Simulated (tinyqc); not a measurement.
# Minority carriers and saturation current of a heavily doped emitter: what changes with what

n-type, parabolic bands, full ionisation. eta = (EF - Ec)/kB T solves N = Nc F12(eta), F12(x) = (2/sqrt(pi)) int_0^infinity sqrt(u)/(1 + exp(u - x)) du. The gap shrinks rigidly by dEg = E1 [ln(N/N0) + sqrt(ln^2(N/N0) + 0.5)], an empirical law that is here taken as the true narrowing.

Parameters, values chosen for the exercise; band and dielectric values close to those of silicon: temperature T = 250 K; band gap Eg = 1.1 eV; conduction-band density of states at 250 K Nc = 2.12e19 cm^-3; valence-band density of states at 250 K Nv = 2.02e19 cm^-3; energy of the narrowing law E1 = 8.7 meV; density of the narrowing law N0 = 1.7e17 cm^-3; minority-hole mobility mup = 190 cm^2/(V s); Auger coefficient Cn = 1.5e-31 cm^6/s; defect lifetime ts = 3.5 us; emitter width W = 86 nm; recombination velocity at the contact S = 8.2e6 cm/s.

Constants: q = 1.602176634e-19 C, kB = 1.380649e-23 J/K, Vt = kB T/q. Results are converted to the units shown.

Each table varies one quantity; the others keep the values above.

## Approximations to the Fermi level

With u = N/Nc: Boltzmann ln u; Joyce-Dixon ln u + 0.353553 u - 4.95009e-3 u^2 + 1.48386e-4 u^3 - 4.42563e-6 u^4; degenerate limit (3 sqrt(pi) u/4)^(2/3). The Einstein ratio is D/(mu Vt) = F12/Fm, Fm(x) = dF12/dx = (1/sqrt(pi)) int_0^infinity u^(-1/2)/(1 + exp(u - x)) du.

Results:
```
N (cm^-3),N/Nc,eta,Boltzmann,Joyce-Dixon,degenerate,D/(mu Vt)
1.1e18,0.051887,-2.9404,-2.9587,-2.9404,0.16819,1.0183
2.4e18,0.11321,-2.1386,-2.1785,-2.1386,0.28293,1.0399
4.9e18,0.23113,-1.3833,-1.4648,-1.3833,0.45533,1.0812
1e19,0.47170,-0.58573,-0.75142,-0.58573,0.73260,1.1646
4.5e19,2.1226,1.4822,0.75266,1.4822,1.9968,1.7098
9.3e19,4.3868,2.9453,1.4786,2.9452,3.2398,2.3923
1.9e20,8.9623,5.0476,2.1930,5.0423,5.2164,3.6055
4.1e20,19.340,8.6142,2.9622,8.4025,8.7108,5.8747
8.5e20,40.094,14.104,3.6912,8.0363,14.163,9.4814
```

Estimate the missing row, N = 2.1e19 cm^-3.

Computed row:
```
N (cm^-3),N/Nc,eta,Boltzmann,Joyce-Dixon,degenerate,D/(mu Vt)
2.1e19,0.99057,0.33602,-0.0094787,0.33602,1.2014,1.3409
```

With this row back in the table: Boltzmann is within 0.1 of eta up to N/Nc = 0.23, Joyce-Dixon within 0.01 up to 9.0, and the degenerate limit is off by 0.059 in the last row. The Einstein ratio rises from 1.02 to 9.48: degenerate carriers diffuse faster for the same mobility.

## Effect of the doping

ni = sqrt(Nc Nv) exp(-Eg/(2 Vt)), Eg in volts; degeneracy factor g = F12(eta) exp(-eta); nie^2 = ni^2 exp(dEg/kB T) g, p0 = nie^2/N; apparent narrowing dEg + kB T ln g. 1/tau = Cn N^2 + 1/ts, D = mup Vt, L = sqrt(D tau); J0 = (q p0 D/L)(s + tanh(W/L))/(1 + s tanh(W/L)), s = S L/D; the share recombining inside is 1 - 1/[cosh(W/L)(1 + tanh(W/L)/s)]. The mobility is held fixed.

Effect of the doping:
```
N (cm^-3),apparent narrowing (meV),p0 (cm^-3),L (nm),J0 (fA/cm^2),share inside (%)
4.3e17,18.069,0.15398,36137,11.098,3.1606e-4
1e18,31.655,0.12439,30650,8.9656,4.3934e-4
2.4e18,46.012,0.10093,18869,7.2742,0.0011593
5.8e18,59.953,0.079769,8761.9,5.7494,0.0053758
1.4e19,72.257,0.058503,3713.3,4.2174,0.029925
3.3e19,80.473,0.036342,1581.6,2.6222,0.16477
7.7e19,80.373,0.015503,678.31,1.1241,0.89037
1.8e20,62.970,0.0029567,290.20,0.22004,4.7079
```

Read the table: what changes, and by how much?

The apparent narrowing goes from 18.1 through a maximum of 80.5 (at N = 3.3e19 cm^-3 among the rows listed) to 63.0 meV. p0 goes as N^(-0.25) between the first two rows and N^(-1.95) between the last two (-1 without narrowing or degeneracy), and J0 falls from 11.1 to 0.220 fA/cm^2.

Range of the model: Band tails, non-parabolic bands and incomplete ionisation are left out.

tinyqc, about 0.01 s, one thread, Intel Xeon 2.30GHz (shared host): `OMP_NUM_THREADS=1 python tinyqc.py 2330118 2330119 out.jsonl`
